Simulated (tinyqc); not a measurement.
Worked calculation: effective-mass impurity with a central-cell term, in a basis of Slater functions. Computed by tinyqc, a small Python program that keeps every step. Command: `OMP_NUM_THREADS=1 python tinyqc.py 3031990 3031991 out.jsonl centralcell walk`. One thread of a shared host (Intel(R) Xeon(R) Processor @ 2.30GHz), about 0.01 s of CPU time with the checks. Intermediate numbers are printed to about 7 digits and carried at full precision; extremes and crossings named in words are read from the listed rows.

The envelope obeys H = -nabla^2 - (2/r) [Z + A exp(-kappa r)] in effective units, with kappa = a*/lambda; positive A deepens the well near the core.

Inputs (values chosen for the exercise, with mass and screening modelled on InAs):
```
quantity                    value      unit
effective mass m           0.0267       m_0
dielectric constant eps      14.8         -
charge Z of the core            1         -
central-cell strength A        66         -
central-cell range lambda    0.93  angstrom
basis size n                    4         -
smallest exponent zeta_1     0.47      1/a*
ratio beta of exponents       3.2         -
```

Impurity: donor, one isotropic band.

Constants: Ry = 13.605693123 eV; a_0 = 0.529177210903 angstrom.

## Effective units

Units: Ry* = Ry m/eps^2 and a* = a_0 eps/m, with m in m_0. kappa = a*/lambda; the hydrogenic ground state is bound by Z^2 Ry*.

Ry* = 1.658473 meV

a* = 293.3267 angstrom

kappa = 315.4050 1/a*

hydrogenic binding energy = 1.658473 meV

## Matrices over the s basis

zeta_i = zeta_1 beta^(i-1), i = 1..n. For s functions exp(-zeta r), with s = zeta_i + zeta_j: S = 2/s^3, T = zeta_i zeta_j S, V = -2 Z/s^2, W = -2 A/(s + kappa)^2; each function is normalised by dividing by sqrt(S_ii S_jj).

exponents (1/a*): 0.47  1.504  4.8128  15.40096

overlap S:
```
          1         2         3         4
1  1.000000  0.618112  0.184604  0.038972
2  0.618112  1.000000  0.618112  0.184604
3  0.184604  0.618112  1.000000  0.618112
4  0.038972  0.184604  0.618112  1.000000
```

kinetic T (Ry*):
```
           1          2          3          4
1     0.2209  0.4369309  0.4175771  0.2820944
2  0.4369309   2.262016   4.474173   4.275989
3  0.4175771   4.474173   23.16304   45.81553
4  0.2820944   4.275989   45.81553   237.1896
```

Coulomb V (Ry*):
```
            1          2           3           4
1       -0.94  -1.220153  -0.9752257  -0.6185176
2   -1.220153     -3.008   -3.904489   -3.120722
3  -0.9752257  -3.904489     -9.6256   -12.49436
4  -0.6185176  -3.120722   -12.49436   -30.80192
```

central cell W (Ry*):
```
               1             2            3            4
1  -5.477790e-04  -0.003115272  -0.01746676  -0.09369630
2   -0.003115272   -0.01771723  -0.09934392   -0.5330163
3    -0.01746676   -0.09934392   -0.5571585    -2.991299
4    -0.09369630    -0.5330163    -2.991299    -16.09184
```

## Generalised eigenproblem

(T + V + W) c = E S c with c^T S c = 1 and the largest component positive.

two lowest levels (Ry*): -0.9656979  -0.0156935

coefficients of the lowest state: 0.4494289  0.6846393  -0.0550273  0.0069546

<T> = 1.105033 Ry*

<W> = -0.007820482 Ry*

## Converged levels

Large basis: zeta_i = 0.06 x 1.6^(i-1), i = 1..22, same formulas; for p functions r exp(-zeta r): S = 24/s^5, T = zeta_i zeta_j S (centrifugal term included), V = -12 Z/s^4, W = -12 A/(s + kappa)^4; overlap eigenvalues below 1e-11 are dropped. Binding energies are -E Ry*; the effective quantum number is nu = Z/sqrt(-E); |psi(0)|^2 is given relative to the hydrogenic Z^3/(pi a*^3).

1s binding energy = 1.669779 meV

2s binding energy = 0.4160272 meV

2p binding energy = 0.4146108 meV

effective quantum number of 1s = 0.9966089

relative |psi(0)|^2 = 2.599187

The central cell moves 1s by +0.011 meV, 2s by +0.001 meV and 2p by a negligible amount: p states vanish at the core, so the 2p level gives the hydrogenic scale and 1s the chemical shift. The small basis lies 0.068 meV above the converged 1s level.

## Chemical shift by three methods

First order: shift = 8 A Z^3/(2 Z + kappa)^2 Ry*. One exponent: minimise zeta^2 - 2 Z zeta - 8 A zeta^3/(2 zeta + kappa)^2 by golden section on 0.2 to 6 Z. All shifts are the binding beyond Z^2 Ry*.

Shift of the 1s binding energy (meV):
```
A      first order  one exponent  large basis
-66.0  -0.00869190   -0.00859181  -0.00713733
-33.0  -0.00434595   -0.00432074  -0.00391392
6.6     0.00086919    0.00087021   0.00088916
16.5    0.00217298    0.00217935   0.00230289
33.0    0.00434595    0.00437156   0.00490352
66.0    0.00869190    0.00879514   0.01130545
82.5    0.01086488    0.01102684   0.01533457
```

The three columns are ordered, first order <= one exponent <= large basis, since each is a variational bound with more freedom. At the largest attractive A first order gives 71 % and one exponent 72 % of the shift; at the most repulsive A the true shift is -0.007 meV against -0.009. Attraction pulls the envelope in and feeds itself, repulsion pushes it out and saturates.

## Convergence with the basis

The error is the lowest level above the large-basis value.

Error of the 1s level:
```
n  error (meV)  largest exponent (1/a*)
1    0.4762621             4.700000e-01
2    0.1024269             1.504000e+00
3    0.0774220             4.812800e+00
4    0.0681945             1.540096e+01
5    0.0681943             4.928307e+01
6    0.0661751             1.577058e+02
7    0.0661726             5.046587e+02
8    0.0661664             1.614908e+03
```

The error falls from 0.476 to 0.0662 meV. The last function changes it by less than 5 %: it has levelled off, and what remains is set by beta and zeta_1, not by the range of exponents.

Checks made by the program: the large basis at A = 0 against Z^2, Z^2/4 and Z^2/4 (relative difference 5e-06).
